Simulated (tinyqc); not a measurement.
Exact and approximate surface terms: size effects in the resistivity of thin metal films and interconnect lines. Computed by tinyqc, a small Python program. Command: `OMP_NUM_THREADS=1 python tinyqc.py 3003881 3003882 out.jsonl size walk`. One thread of a shared host (Intel(R) Xeon(R) Processor @ 2.30GHz), about 0.01 s of CPU time with the checks.

Electrons lose their drift at surfaces (a share 1 - p of the hits) and at grain boundaries (reflection R), besides bulk scattering.

Inputs (values chosen for the exercise, modelled on nickel): bulk mean free path lambda = 5.76 nm; specularity p = 0.1.

Geometry: film.

Method. Fuchs-Sondheimer film: rho_b/rho = 1 - (3/(2 kappa))(1 - p) int_0^1 (s - s^3)(1 - exp(-kappa/s))/(1 - p exp(-kappa/s)) ds, f = rho/rho_b, kappa = thickness/lambda, 80 Gauss-Legendre points. Thick-film form 1 + 3 (1 - p)/(8 kappa); thin-film form (4/3)((1 - p)/(1 + p))/(kappa ln(1/kappa)).

Rho/rho_b:
```
kappa      h (nm)   exact  thick-film form  thin-film form
0.01   5.7600e-02  22.869         34.75000          23.689
0.02   1.1520e-01  13.349         17.87500          13.943
0.05   2.8800e-01   6.825          7.75000           7.283
0.1    5.7600e-01   4.286          4.37500           4.738
0.2    1.1520e+00   2.826          2.68750           3.389
0.5    2.8800e+00   1.801          1.67500               -
1      5.7600e+00   1.406          1.33750               -
2      1.1520e+01   1.195          1.16875               -
5      2.8800e+01   1.072          1.06750               -
10     5.7600e+01   1.035          1.03375               -
```

What does the comparison show, and why?

The thick-film form is within 5 % down to kappa = 1; at kappa = 0.01 it is 1.52 times the exact value and the thin-film form 1.04 times. The resistivity doubles between 1.15 and 2.88 nm. Rows thinner than about 5 nm only illustrate the formulas.

Extremes, crossings and ranges named in words are read from the listed rows.
